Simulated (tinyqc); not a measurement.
# One rectangular barrier with mass mismatch, transfer matrices, step by step

Computed by the program tinyqc: `OMP_NUM_THREADS=1 python tinyqc.py 2560122 2560123 out.jsonl`, one thread of a shared Intel Xeon 2.30GHz, about 0.01 s for the whole run. Printed values are rounded.

One electron of energy E comes from the left lead (band edge 0); no transverse momentum. Parabolic bands, masses in units of m0, C = hbar^2/(2 m0); psi and psi'/m are continuous at every interface. The right lead equals the left one.

Values chosen for this exercise; masses and offsets of a made-up heterostructure: mass in the left lead mL = 0.053 m0; barrier height U1 = 1 eV; barrier mass m1 = 0.12 m0; barrier width d1 = 2.6 nm; electron energy E = 0.855 eV.

Constants: q = 1.602176634e-19 C, hbar = 1.054571817e-34 J s, m0 = 9.1093837015e-31 kg, hbar^2/(2 m0) = 0.0380998212 eV nm^2. Results are converted to the units shown.

Range of the model: Masses are held fixed, although real bands cease to be parabolic a few tenths of an eV from their edges (inside a barrier too).

## Wave numbers

k = sqrt(m (E - U)/C) where E > U, K = sqrt(m (U - E)/C) where E < U; v = k/m in the leads.

Layers:
```
	U (eV)	m (m0)	d (nm)	k or K (1/nm)	which
1	1	0.12	2.6	0.6757922	K
```

vL = 20.57708 1/nm
vR = 20.57708 1/nm

## Matrices of the layers

For the pair (psi, psi'/m) a flat layer has M = [[cos kd, (m/k) sin kd], [-(k/m) sin kd, cos kd]] with k = sqrt(m (E - U)/C) above its edge U, and M = [[cosh Kd, (m/K) sinh Kd], [(K/m) sinh Kd, cosh Kd]] with K = sqrt(m (U - E)/C) below it. M12 is in nm, M21 in 1/nm.

M of layer 1:
```
	1	2
1	2.983962	0.4992204
2	15.83274	2.983962
```

## Transmission and reflection

The matrix M carries (psi, psi'/m) across the stack, and v = k/m in each lead. psi = 1 + r at the left edge (incident amplitude 1) and t at the right edge. With det M = 1, a = i vR M11 - M21 and b = -vL vR M12 - i vL M22: t = 2 i vL/(a - b), r = -(a + b)/(a - b), T(E) = (vR/vL) |t|^2, R(E) = |r|^2.

t = 0.0947859+0.1509330i
r = 0.8332957-0.5233099i
T(E) = 0.03176513
R(E) = 0.9682349

T(E) + R(E) = 1: the current is conserved.
